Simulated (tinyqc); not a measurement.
Two-step dopant diffusion (predeposition and drive-in) with a constant diffusivity: one step, computed by the program tinyqc.

Fick diffusion into a half space x > 0 whose background doping C_B is of the opposite type, so that a junction lies where C = C_B.

Task: Drive-in as a Gaussian. With a sealed surface and a thin source, C = Q/sqrt(pi (Dt)2) exp(-x^2/(4 (Dt)2)); x_j = 2 sqrt((Dt)2 ln(C(0)/C_B)); gradient at the junction |dC/dx| = C_B x_j/(2 (Dt)2).

Inputs (values chosen for the exercise, modelled on boron in silicon):
```
quantity                        value    unit
surface concentration C_s     9.6e+18  1/cm^3
background doping C_B         1.2e+14  1/cm^3
predeposition temperature T1     1050       C
drive-in temperature T2          1200       C
stand-by temperature              800       C
```

dose Q = 6.259576e+13 1/cm^2

drive-in budget (Dt)2 = 6.833770e-09 cm^2

Give: surface concentration C(0) (Gaussian); junction depth x_j; gradient at the junction.

Result:

surface concentration C(0) (Gaussian) = 4.272e+17 1/cm^3

junction depth x_j = 4.728 um

gradient at the junction = 4.151e+18 1/cm^4

Caution: C_s exceeds the intrinsic carrier density of silicon at the predeposition temperature (2e18 to 1e19 per cm^3), where real diffusivities rise with concentration and profiles turn box-like.
